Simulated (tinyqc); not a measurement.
Bound state in one dimension: Numerov shooting, finite differences, DVR, step by step. Computed by tinyqc, a small Python program that keeps every step. Settings: points = 96. Command: `OMP_NUM_THREADS=1 python tinyqc.py 31693 31694 out.jsonl` (the two numbers bound the seeds that draw the settings). One thread of a shared host (Intel(R) Xeon(R) Processor @ 2.60GHz), about 0.01 s of CPU time with the checks.

## Numerov steps at E = 0.1

One particle of mass 1 in V = 3.94 (x^2 - 2.03^2)^2 / 2.03^4 (atomic units), psi = 0 at both ends:
```
parameter,value
left end,-3.400000
right end,3.400000
intervals,96
h,0.070833
state sought (nodes),2
```

k_i = 2 m (E - V_i); (1 + h^2 k_(i+1)/12) y_(i+1) = 2 (1 - 5 h^2 k_i/12) y_i - (1 + h^2 k_(i-1)/12) y_(i-1), from y_0 = 0, y_1 = 0.001.

Points along the way:
```
i,x,V,k,y
0,-3.4000,12.8396,-25.4793,0.0000
1,-3.3292,11.2470,-22.2940,0.0010
2,-3.2583,9.7900,-19.3800,0.0021
3,-3.1875,8.4621,-16.7242,0.0034
4,-3.1167,7.2570,-14.3140,0.0050
5,-3.0458,6.1684,-12.1368,0.0070
32,-1.1333,1.8667,-3.5333,0.1992
33,-1.0625,2.0770,-3.9540,0.2202
34,-0.9917,2.2839,-4.3678,0.2455
35,-0.9208,2.4854,-4.7708,0.2763
36,-0.8500,2.6795,-5.1591,0.3136
37,-0.7792,2.8646,-5.5292,0.3592
```

## Bisection on the node count

With more sign changes than the state has nodes (the last point included) the energy is too high, else too low; the bracket starts as 0.1 to 12.

Trials:
```
trial,E,sign changes,y at the right end,next
1,6.050000,5,-1.26e-02,lower
2,3.075000,2,3.61e-01,raise
3,4.562500,4,6.14e-02,lower
4,3.818750,4,1.17e-02,lower
5,3.446875,3,-3.90e-03,lower
6,3.260937,2,9.97e-02,raise
7,3.353906,2,3.26e-02,raise
8,3.400391,2,1.10e-02,raise
9,3.423633,2,2.81e-03,raise
10,3.435254,3,-7.27e-04,lower
11,3.429443,2,9.93e-04,raise
12,3.432349,2,1.22e-04,raise
13,3.433801,3,-3.06e-04,lower
14,3.433075,3,-9.28e-05,lower
...,...,...,...,...
29,3.432760,3,-1.26e-09,lower
30,3.432760,2,2.01e-09,raise
31,3.432760,2,3.72e-10,raise
```

eigenvalue = 3.432760 hartree

## The same grid by other methods

Three-point finite differences and the sine-DVR kinetic matrix of Colbert and Miller on the same points.

Lowest levels (hartree):
```
state,finite differences,DVR
0,1.3125,1.3135
1,1.3216,1.3226
2,3.4303,3.4328
3,3.7496,3.7540
4,5.0836,5.0910
```
